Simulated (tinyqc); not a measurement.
Inside a calculation. Model: Frenkel-Kontorova chain: a misfit dislocation (kink) in a monolayer on a periodic substrate. Computed by tinyqc, a small Python program that keeps every step. Command: `OMP_NUM_THREADS=1 python tinyqc.py 3015815 3015816 out.jsonl fkchain walk`. One thread of a shared host (Intel(R) Xeon(R) Processor @ 2.30GHz), about 0.01 s of CPU time with the checks. Intermediate numbers are printed to about 6 digits and carried at full precision; extremes and crossings named in words are read from the listed rows.

E = sum_j [(k/2)(x_(j+1) - x_j - b)^2 + (W/2)(1 - cos(2 pi x_j/a))], x_j = a (j + u_j). A kink takes u from 0 to 1: the chain is stretched by one period and has one atom fewer than wells.

Inputs (values chosen for the exercise, for a model overlayer):
```
quantity              value           unit
spring constant k      9.83  eV/angstrom^2
substrate period a     3.36       angstrom
corrugation W          6.14             eV
misfit f = (b - a)/a   0.37              -
atoms on each side n      8              -
atomic mass M          45.7              u
```

Relaxation: Newton steps.

Constants: nu for 1 eV/(angstrom^2 u) = 15.6333042 THz.

## Continuum limit

l0 = sqrt(k a^2/(2 W)); kink u(j) = (2/pi) arctan exp(pi j/l0); kink energy at f = 0: E0 = (4/pi) W l0; with misfit E0 - k a^2 f; kinks become favourable at f_c = 2/(pi l0), and a coherent chain with free ends loses stability at f_m = 1/l0. Lowest vibration of the flat chain: nu0 = 15.6333042 THz x sqrt(2 pi^2 W/(a^2 M)).

kink width l0 = 3.00619

kink energy E0 = 23.5015 eV

kink energy with misfit = -17.5599 eV

critical misfit f_c = 0.211769

limit f_m = 0.332647

gap frequency nu0 = 7.57709 THz

f > f_m: kinks enter without a barrier. Caution: a corrugation above 1 eV is larger than real overlayers usually show; it is chosen to keep the kink narrow.

## Start between two atoms

Discrete chain at f = 0, ends held at u = 0 and 1: E = (k a^2/2) sum (u_(j+1) - u_j)^2 + (W/2) sum (1 - cos 2 pi u_j), gradient g_j = k a^2 (2 u_j - u_(j-1) - u_(j+1)) + pi W sin(2 pi u_j), Hessian 2 k a^2 + 2 pi^2 W cos(2 pi u_j) on the diagonal and -k a^2 beside it. Free atoms j = -n..n-1 start from the continuum shape centred half-way, at j + 1/2.

u at the start: 0.000251  0.000714  0.002031  0.005775  0.016417  0.046609  0.130893  0.340766  0.659234  0.869107  0.953391  0.983583  0.994225  0.997969  0.999286  0.999749

E at the start = 23.1354 eV

gradient (eV): 0.00693  -0.00817  -0.02322  -0.06586  -0.18334  -0.43456  0.19778  4.18518  -4.18518  -0.19778  0.43456  0.18334  0.06586  0.02322  0.00817  -0.00693

## Relaxation

Start as above (continuum shape at j + 1/2, j = -n..n-1, l0 = sqrt(k a^2/(2 W))). u(new) = u - H^-1 g; stop when the largest gradient is below 1e-9 eV.

Course:
```
step   E (eV)  largest gradient (eV)
1     23.1354            4.18518e+00
2     23.0564            1.18245e-01
3     23.0564            9.86836e-05
4     23.0564            7.32605e-11
```

relaxed u: 0.000262  0.000810  0.002242  0.006122  0.016686  0.045440  0.123149  0.322325  0.677675  0.876851  0.954560  0.983314  0.993878  0.997758  0.999190  0.999738

energy, centre between atoms = 23.0564 eV

last gradient = 7.32605e-11 eV

Converged; the discrete energy is 0.9811 of the continuum value, which puts the discrete f_c = E/(k a^2) at 0.2078.

## Peierls barrier

Repeat by Newton steps with an atom at the centre (j = -n..n, u_0 = 1/2). Barrier = difference of the two energies; the lowest Hessian eigenvalue tells minimum from saddle.

energy, centre on an atom = 23.1638 eV

Peierls barrier = 107.477 meV

lowest eigenvalue, between atoms = 9.65899 eV

lowest eigenvalue, on an atom = -9.21084 eV

The atom-centred kink, with an atom on top of the corrugation, is a saddle and the other a minimum. The barrier is 1.8 % of W, what one atom alone would climb.

## Kink density above f_c

Frank and van der Merwe: the modulus q solves f = 2 E(q)/(pi l0 q), and the kinks per atom are pi/(2 l0 q K(q)), with the complete elliptic integrals K and E; strain left = f - density (for f above f_c = 2/(pi l0)).

Continuum ground state:
```
f              q  kinks per atom  strain left
0.2128  0.999029        0.115958    0.0968421
0.2160  0.995290        0.140885    0.0751146
0.2224  0.986627        0.164721    0.0576794
0.2329  0.970808        0.189459    0.0434410
0.2541  0.936255        0.225084    0.0290158
0.2965  0.865434        0.280211    0.0162890
0.3600  0.767349        0.351422    0.0085775
0.4659  0.635301        0.462057    0.0038427
```

0.49 % above f_c the density is already 0.54 of f: kinks repel only exponentially, so they flood in, as 1/|ln(f - f_c)|. At 2.2 f_c they take up 99.2 % of the misfit and the layer floats nearly free.

Checks made by the program: energy against a quasi-Newton minimiser (relative difference below 1e-10).
